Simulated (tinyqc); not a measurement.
Sputter depth profiling of a dopant layer: erosion rate, quantification and the mixing-roughness response: one step, computed by the program tinyqc.

A rastered ion beam erodes silicon (49.94 atoms per nm^3). The measured profile is the true one convolved with a depth response.

Problem. Measured shape. Mixing alone turns a layer at z0 into (1/w) exp(-(z - z0 + w)/w) for z > z0 - w; roughness adds a Gaussian of width sigma. With x = z - z0 + w: g(x) = (1/(2w)) exp(sigma^2/(2 w^2) - x/w) erfc((sigma/w - x/sigma)/sqrt2), and its integral G(x) = (1/2) erfc(-x/(sigma sqrt2)) - w g(x). Measured: Q g(x), 1 nm = 1e-7 cm. Find the maximum, the full width at half maximum and the deep point where the profile falls to C_B; far down, the trailing edge decays by w ln(10) per decade.

Inputs (values chosen for the exercise, modelled on a dopant in silicon under an oxygen or caesium beam):
```
quantity                               value    unit
roughness sigma                          1.4      nm
depth of the layer z0                     34      nm
sheet density Q                      3.9e+13  1/cm^2
level that defines the junction C_B    1e+16  1/cm^3
```

True profile: delta layer.

mixing length w = 2.300435 nm

Give: depth of the maximum; peak concentration; full width at half maximum; apparent junction depth; trailing slope.

Solution.

depth of the maximum = 32.99 nm

peak concentration = 7.253e+19 1/cm^3

full width at half maximum = 4.670 nm

apparent junction depth = 54.53 nm

trailing slope = 5.297 nm/decade

The true deep edge lies at 34 nm, so the junction appears 20.5 nm too deep. Caution: C_B lies below the detection limit, so this point could not be measured.
